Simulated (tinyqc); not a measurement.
Hubbard ring of 3 sites, step by step. One step of it, computed by the program tinyqc.

Task: Mean-field iteration 1. H(up) = T + U n(down), H(down) = T + U n(up); fill the lowest levels; n(new) = n + mixing (n(out) - n); E = tr T (rho up + rho down) + U sum n_up n_down of the output.

one-body matrix (hopping and site energies) (eV), order 1, 2, 3:
```
[[0.000000, -0.540000, -0.540000],
 [-0.540000, 0.000000, -0.540000],
 [-0.540000, -0.540000, 0.000000]]
```

U = 7.500000 eV

electrons, up and down: [1, 1]

mixing = 1

n(up) at the start (a guess, not normalised): [0.383000, 0.283000, 0.383000]

n(down) at the start (a guess): [0.283000, 0.383000, 0.283000]

Give: levels, up; levels, down; energy; n(up) after iteration 1; n(down) after iteration 1.

Result:

levels, up (eV): [1.228, 2.663, 3.227]

levels, down (eV): [1.457, 2.998, 3.413]

energy = 0.071 eV

n(up) after iteration 1: [0.411, 0.177, 0.411]

n(down) after iteration 1: [0.216, 0.568, 0.216]
